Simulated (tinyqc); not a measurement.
Permeation of metal atoms or ions through a thin barrier or dielectric: time lag, field-aided drift and lifetime. From failure time at T back to concentration at the source side C0. Computed by tinyqc, a small Python program. Command: `OMP_NUM_THREADS=1 python tinyqc.py 3018009 3018010 out.jsonl barrier inv`. One thread of a shared host (Intel(R) Xeon(R) Processor @ 2.30GHz), about 0.03 s of CPU time with the checks.

The film 0 < x < d is empty at first; C = C0 at x = 0 and C = 0 at x = d. dC/dt = D d2C/dx2 - v dC/dx with drift v = D z e V/(k_B T d) (uniform field, no space charge).

Inputs (values chosen for the exercise, for a model case: singly charged ions through a dielectric):

| quantity | value | unit |
|---|---|---|
| thickness d | 88 | nm |
| prefactor D0 | 1.2e-06 | cm^2/s |
| activation energy E | 0.779 | eV |
| charge number z | 1 | - |
| voltage V (positive drives ions across) | 0.52 | V |
| critical dose Q_c | 9e+09 | 1/cm^2 |
| test temperature T | 250 | C |
| use temperature T_u | 100 | C |

Constants: k_B = 8.617333262e-05 eV/K.

Method:
- D = D0 exp(-E/(k_B T)); time scale d^2/D; Peclet number P = z V/(k_B T), k_B T in eV; 1 nm = 1e-7 cm.
- Temperatures in kelvin are T(C) + 273.15.
- Steady flux J = (D C0/d) P/(1 - exp(-P)); time lag in units of d^2/D: s_L = [P (1 + exp(-P))/(1 - exp(-P)) - 2]/P^2 (P = 0: J = D C0/d, s_L = 1/6).
- Dose through the film Q(s) = C0 d {f (s - s_L) - 2 exp(P/2) sum_(n=1..200) (-1)^n n^2 pi^2 exp(-l_n s)/l_n^2}, l_n = n^2 pi^2 + P^2/4, f = P/(1 - exp(-P)) the relative flux.
- Solve Q = Q_c for s. At the use temperature D and P take T_u, with the same C0 and V; 1 year = 3.15576e7 s.

Task: A run gave the result below. Find the concentration at the source side C0, known to lie between 8.2e+12 and 1.3e+13 1/cm^3.

failure time at T = 19161.03 s

Result:

Each step takes the trial c = (a f_b - b f_a)/(f_b - f_a), f being the result less the target and a, b, c the logarithms of the listed values; c replaces end b, the old b replaces a if the sign of f changed, and otherwise f_a is halved.

Scan of the range:

| concentration at the source side C0 (1/cm^3) | failure time at T (s) |
|---|---|
| 8.20e+12 | 22444.3 |
| 8.85e+12 | 20806.7 |
| 9.56e+12 | 19272.4 |
| 1.03e+13 | 17898.4 |
| 1.11e+13 | 16619.1 |
| 1.20e+13 | 15383.7 |
| 1.30e+13 | 14211.7 |

False position (Illinois rule, in the logarithm of the input) inside the bracket:

| step | end a | end b | trial | failure time at T (s) |
|---|---|---|---|---|
| 1 | 9.56000e+12 | 1.03000e+13 | 9.61795e+12 | 19157.2 |
| 2 | 9.56000e+12 | 9.61795e+12 | 9.61419e+12 | 19164.6 |
| 3 | 9.61795e+12 | 9.61419e+12 | 9.61600e+12 | 19161.0 |
| 4 | 9.61419e+12 | 9.61600e+12 | 9.61600e+12 | 19161.0 |

Failure time at T falls at every point of a 13-point scan of the range (every second point is shown), so one value fits; it is bracketed by 9.56e12 and 1.03e13. Answer: concentration at the source side C0 = 9.616e12 1/cm^3.

Caution: grain boundaries, pinholes, trapping and space charge are left out; thin real barriers usually fail at defects.
